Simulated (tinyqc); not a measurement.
Lorentz oscillators and the Kramers-Kronig relations: one step. eps1 at one grid point.

Kramers-Kronig: eps1(E) = 1 + (2/pi) P integral_0^infinity E1 eps2(E1)/(E1^2 - E^2) dE1. Maclaurin rule on the grid E_j = j h, j = 1 .. M: eps1(E_i) = 1 + (4 h/pi) sum over j with j - i odd of E_j eps2(E_j)/(E_j^2 - E_i^2); nothing is added above E_M.

Values chosen for the exercise: h = 0.4 eV (grid step); M = 30 (grid points E_j = j h); i = 10 (grid index at which eps1 is wanted).

eps2(E_j), j = 1 .. M: 0.127194  0.275500  0.477812  0.807230  1.492113  3.702958  20.564295  9.700495  5.472977  9.212880  20.071375  15.621256  6.391059  3.063920  1.742351  1.110266  0.763869  0.554818  0.419456  0.327022  0.261233  0.212834  0.176252  0.147975  0.125699  0.107863  0.093381  0.081476  0.071583  0.063284

Task: List the terms E_j eps2_j/(E_j^2 - E_i^2) for j - i odd, add them and form eps1.

Give: terms in order of j; sum; eps1(E_i).

Result:

terms in order of j (1/eV): -0.0032  -0.0394  -0.2487  -7.0564  -6.4812  26.2839  3.0103  0.5227  0.1718  0.0763  0.0402  0.0236  0.0150  0.0100  0.0070

sum = 16.332 1/eV
eps1(E_i) = 9.318

The oscillator formula gives 8.932 at E_i = 4 eV. The rule samples every 2h = 0.8 eV against a narrowest width of 0.36 eV and stops at 12 eV; coarse sampling and the missing tail make the difference.

Computed by tinyqc, a small Python program: `OMP_NUM_THREADS=1 python tinyqc.py 1682798 1682799 out.jsonl` (the numbers bound the seed that draws the inputs); one thread of a shared host (Intel(R) Xeon(R) Processor @ 2.30GHz), about 0.2 s for the whole set of steps.
